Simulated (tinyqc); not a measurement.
Composition and strain of an epitaxial Si(1-x)Ge(x) layer from Raman and X-ray peaks: one step, computed by the program tinyqc. Command: `OMP_NUM_THREADS=1 python tinyqc.py 3001099 3001100 out.jsonl epiraman walk`. One thread of a shared host (Intel(R) Xeon(R) Processor @ 2.30GHz), about 0.01 s of CPU time with the checks.

A (001) layer, biaxially strained in the plane. The Raman peaks follow empirical lines omega = w0 + c1 x + c3 x^3 + b eps (c3 for Si-Ge alone), with eps the in-plane strain.

Question. Lattice constants and strain. Relaxed lattice constant a(x) = a_Si + (a_Ge - a_Si) x - B x (1 - x). In-plane constant a_par = a_sub + R (a(x) - a_sub); eps = a_par/a(x) - 1; eps_perp = -(2 C12/C11) eps with 2 C12/C11 linear in x; a_perp = a(x) (1 + eps_perp).

Inputs (values chosen for the exercise, modelled on silicon-germanium):
```
quantity                value      unit
Ge fraction x            0.22         -
degree of relaxation R   0.18         -
lattice constant of Si  5.431  angstrom
lattice constant of Ge  5.658  angstrom
bowing B                0.027  angstrom
2 C12/C11 of Si         0.768         -
2 C12/C11 of Ge         0.749         -
```

Substrate: silicon.

Give: relaxed constant a(x); substrate constant a_sub; a_par; in-plane strain eps; strain along the normal; a_perp.

Answer.

relaxed constant a(x) = 5.476 angstrom

substrate constant a_sub = 5.431 angstrom

a_par = 5.439 angstrom

in-plane strain eps = -6.784 per mille

strain along the normal = 5.182 per mille

a_perp = 5.505 angstrom

The layer is under compression in the plane and is stretched along the normal.
